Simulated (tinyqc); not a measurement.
Course in time: spin coating of a resist or spin-on film: centrifugal thinning, evaporation and the final thickness (Emslie and Meyerhofer models). Computed by tinyqc, a small Python program. Command: `OMP_NUM_THREADS=1 python tinyqc.py 3113920 3113921 out.jsonl spincoat walk`. One thread of a shared host (Intel(R) Xeon(R) Processor @ 2.30GHz), about 0.06 s of CPU time with the checks.

A Newtonian film stays uniform over the wafer; solvent and solids have the same density and the concentration is uniform through the thickness.

Inputs (values chosen for the exercise, of the order of those of a polymer resist in an ester solvent):

| quantity | value | unit |
|---|---|---|
| solids volume fraction c0 | 0.18 | - |
| kinematic viscosity of the solvent nu_s | 1.9 | mm^2/s |
| viscosity constant k | 5900 | mm^2/s |
| viscosity exponent gamma | 2.3 | - |
| spin speed f | 3000 | rpm |
| evaporation rate at 1000 rpm e0 | 0.11 | micrometre/s |
| starting thickness h0 | 100 | micrometre |
| wafer radius R | 50 | mm |
| shrinkage in the bake | 8.5 | % |

Method:
- omega = 2 pi f/60; nu(c) = nu_s + k c^gamma; evaporation rate e = e0 sqrt(f/1000 rpm).
- Flow constant K = 2 omega^2/(3 nu(c0)); Reynolds number of the air omega R^2/nu_air with nu_air = 15 mm^2/s.
- Meyerhofer estimate: flow rules until (1 - c0) K h^3 = e, then evaporation alone: h_w = (e/((1 - c0) K))^(1/3), dry film c0 h_w.
- Full model for solids s and liquid l per area, h = s + l, c = s/h: ds/dt = -c Q, dl/dt = -(1 - c) Q - e, Q = 2 omega^2 h^3/(3 nu(c)); integrated adaptively (relative tolerance 1e-9) until l = 0.
- Dry film = s at l = 0, before the bake; film after the bake = s x (1 - shrinkage).
- Times are fractions of the time to dry.

omega = 314.159 1/s

evaporation rate e = 0.190526 micrometre/s

dry film = 1510.65 nm

dry film, estimate = 1337.51 nm

History:

| fraction | t (s) | h (micrometre) | c | nu (mm^2/s) | Q/e | s (nm) |
|---|---|---|---|---|---|---|
| 0.003 | 0.125 | 64.347 | 0.18006 | 116.3 | 7.9141e+02 | 11586 |
| 0.010 | 0.416 | 41.817 | 0.18026 | 116.6 | 2.1666e+02 | 7538 |
| 0.030 | 1.249 | 25.667 | 0.18117 | 117.9 | 4.9531e+01 | 4650 |
| 0.100 | 4.163 | 14.321 | 0.18687 | 126.5 | 8.0207e+00 | 2676 |
| 0.200 | 8.326 | 10.037 | 0.19997 | 147.5 | 2.3678e+00 | 2007 |
| 0.350 | 14.570 | 7.293 | 0.23027 | 203.3 | 6.5913e-01 | 1679 |
| 0.500 | 20.814 | 5.644 | 0.27739 | 310.9 | 1.9970e-01 | 1566 |
| 0.700 | 29.139 | 3.909 | 0.38869 | 673.2 | 3.0635e-02 | 1519 |
| 0.900 | 37.465 | 2.304 | 0.65576 | 2237.3 | 1.8889e-03 | 1511 |

What does the comparison show, and why?

Q/e drops below 1 between t = 8.3 and 15 s, when c has risen from 0.18 to about 0.230; after that row the solids fall by a further 10 %. The full model gives 1.13 times the two-stage estimate.
